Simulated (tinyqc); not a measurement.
Electron mobility in a silicon inversion layer, empirical terms and Matthiessen rule: one step of the calculation.

Inversion layer of sheet density Ns on a uniformly doped body. The mobility terms are empirical power laws with prefactors chosen for the exercise; adding their inverses (Matthiessen) is itself an approximation.

Problem. Split C-V extraction. Q(Vg) is the trapezoid sum of Cgc from the first point (where Q is taken as 0); mu_eff = I/((W/L) Q Vd); mu_FE = (dI/dVg)/((W/L) Cox Vd) with a backward difference. Listed from point 4 on.

Values chosen for this exercise; material values close to those of silicon: gate capacitance Cox = 1.15 uF/cm^2; ratio W/L WL = 1; drain voltage Vd = 0.05 V.

```
point,Vg (V),Cgc (uF/cm^2),I (uA)
0,0.2,7.4307412e-4,2.7699092e-7
1,0.25,0.0026315515,3.4769766e-6
2,0.3,0.0092807210,4.3378348e-5
3,0.35,0.032258074,5.2972348e-4
4,0.4,0.10679714,0.0060215749
5,0.45,0.30636514,0.055413955
6,0.5,0.64741862,0.32296856
7,0.55,0.94351986,1.0414094
8,0.6,1.0831760,2.1286426
9,0.65,1.1303416,3.3501544
10,0.7,1.1443893,4.5728569
11,0.75,1.1484127,5.7483665
12,0.8,1.1495521,6.8626703
```

Give: Q; mu_eff; mu_FE.

Solution.

```
point,Q (uC/cm^2),mu_eff (cm^2/(V s)),mu_FE (cm^2/(V s))
4,0.0048970,24.593,1.9102
5,0.015226,72.788,17.180
6,0.039071,165.33,93.062
7,0.078844,264.17,249.89
8,0.12951,328.72,378.17
9,0.18485,362.47,424.87
10,0.24172,378.36,425.29
11,0.29904,384.46,408.87
12,0.35649,385.02,387.58
```

At the last point mu_FE is 0.67 % above mu_eff.

Computed by the program tinyqc: `OMP_NUM_THREADS=1 python tinyqc.py 2510146 2510147 out.jsonl`, one thread of a shared Intel Xeon 2.30GHz, about 0.01 s for the whole run.
